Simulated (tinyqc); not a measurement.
# Landau-Devonshire theory of a uniaxial ferroelectric, step by step

A worked calculation. Computed by tinyqc, a small Python program that keeps every step. Command: `OMP_NUM_THREADS=1 python tinyqc.py 3009414 3009415 out.jsonl ferro walk`. One thread of a shared host (Intel(R) Xeon(R) Processor @ 2.30GHz), about 0.01 s of CPU time with the checks. Intermediate numbers are printed to about 5 digits and carried at full precision; extremes and crossings named in words are read from the listed rows.

G(P) = (alpha/2) P^2 + (beta*/4) P^4 + (gamma/6) P^6 - E P per volume, SI units, one domain, P along the polar axis.

Inputs (values chosen for the exercise, for a model ferroelectric): alpha_0 = 2.88e+06 J m/(C^2 K); Curie-Weiss temperature T0 = 880 K; beta = -3.94e+08 J m^5/C^4; gamma = 1.52e+09 J m^9/C^6; temperature T = 640 K; applied field E = 1.8 MV/m; film thickness d = 39 nm; screening length lambda = 0.042 nm; background permittivity eps_b = 8; gradient coefficient g = 3.3e-10 J m^3/C^2; series capacitance C_d = 1.4 microfarad/cm^2; start of Newton steps P0/Ps = 1.3.

Sample: free crystal.

Constants: eps_0 = 8.8541878128e-12 F/m.

## Coefficients at T

alpha = alpha_0 (T - T0*), T0* = T0, beta* = beta.

T0* = 880 K

alpha = -6.9120e+08 J m/C^2

beta* = -3.94e+08 J m^5/C^4

beta* < 0: the transition is of first order.

## Spontaneous polarisation, susceptibility, coercive field

Ps^2 = [-beta* + sqrt(beta*^2 - 4 alpha gamma)]/(2 gamma). chi = 1/(eps_0 G''), G'' = alpha + 3 beta* P^2 + 5 gamma P^4 at Ps. Ps, chi and the coercive field are for perfect screening, without a depolarising field. The intrinsic coercive field is |alpha P + beta* P^3 + gamma P^5| at the P_c where G'' = 0. 1 C/m^2 = 100 microcoulomb/cm^2.

spontaneous polarisation Ps = 90.349 microcoulomb/cm^2

susceptibility chi = 33.140

well depth G(Ps) = -209.95 MJ/m^3

P_c = 62.386 microcoulomb/cm^2

intrinsic coercive field = 383.24 MV/m

P_c/Ps = 0.691, above the 0.577 of a quartic well, as the sixth-order term matters. Real switching runs by domain nucleation at far lower fields.

## Temperatures of the first-order transition

T_C = T0* + 3 beta*^2/(16 alpha_0 gamma); the polar phase survives up to T1 = T0* + beta*^2/(4 alpha_0 gamma); at T_C Ps^2 = -3 beta*/(4 gamma); latent heat = (1/2) alpha_0 T_C Ps^2.

transition temperature T_C = 886.65 K

superheating limit T1 = 888.87 K

jump of Ps = 44.092 microcoulomb/cm^2

latent heat = 248.22 MJ/m^3

Thermal hysteresis can span at most T1 - T0* = 8.9 K.

## Polarisation in the field by Newton steps

Solve G'(P) = alpha P + beta* P^3 + gamma P^5 - E = 0 by P(new) = P - G'/G'' from P0; stop when the step is below 1e-11 C/m^2 (G' under 1e-6 MV/m is shown as 0).

Newton steps:
```
step  P (microcoulomb/cm^2)   G' (MV/m)  G'' (MJ m/C^2)
1                    117.45  1.9455e+03           12142
2                    101.43  5.1778e+02            6137
3                     92.99  9.5609e+01            3970
4                     90.58  6.2761e+00            3456
5                     90.40  3.3656e-02            3419
6                     90.40           0            3419
7                     90.40           0            3419
```

P at the end of the steps = 90.401 microcoulomb/cm^2

1/(eps_0 G'') there = 33.036

The linear estimate Ps + eps_0 chi E gives 90.402; the field lowers chi by 0.3 %.

## The 180-degree wall

With the term (g/2) (dP/dx)^2, (g/2) P'^2 = G(P) - G(Ps) across the wall: energy = int_(-Ps)^(Ps) sqrt(2 g [G(P) - G(Ps)]) dP (40 Gauss-Legendre points); width = 2 Ps over the slope at P = 0, sqrt(2 |G(Ps)|/g). Elastic coupling inside the wall is left out.

wall energy = 476.09 mJ/m^2

wall width = 1.6019 nm

## A capacitor with imperfect screening

Between shorted electrodes with screening length lambda each, the depolarising field is -k P, k = 2 lambda/(eps_0 (d + 2 lambda eps_b)), so alpha turns into alpha + k. The polar state is the lowest uniform state while alpha + k < 0 (beta* > 0) or < 3 beta*^2/(16 gamma) (beta* < 0); setting the equality gives the critical thickness d_c.

depolarising coefficient k = 2.3914e+08 J m/C^2

polarisation of the film = 83.075 microcoulomb/cm^2

size of the depolarising field = 198.66 MV/m

critical thickness d_c = 12.683 nm

The film keeps 92 % of Ps.

## Thickness series

Domains are left out, though they can pre-empt both the loss of P and the state at P = 0. The second and third columns are for the shorted capacitor, polar only where it is the lowest uniform state: alpha + k < 0 (beta* > 0) or < 3 beta*^2/(16 gamma) (beta* < 0). The last column is another circuit, the film in series with C_d at P = 0: 1/C = (alpha d)/(1 + alpha eps_0 eps_b) + 1/C_d, and P = 0 is locally stable while 1/C > 0; a dash marks the rest.

Against thickness:
```
d (nm)  P (microcoulomb/cm^2)  depolarising field (MV/m)  C of the stack / C_d
1                       0.000                       0.00                1.0103
2                       0.000                       0.00                1.0208
3                       0.000                       0.00                1.0315
5                       0.000                       0.00                1.0536
8                       0.000                       0.00                1.0886
15                     63.270                     383.00                1.1801
30                     80.457                     248.86                1.4394
60                     85.836                     134.22                2.5674
150                    88.625                      55.80                     -
```

The polar state appears between 8 and 15 nm (d_c = 12.7 nm), and at 150 nm P is 98.1 % of Ps. The stack exceeds C_d wherever it is stable, up to 2.57 times: the ferroelectric held at P = 0 acts as a negative capacitance.

Checks made by the program: Ps against a numerical root of G'(P)/P (relative difference below 1e-10).
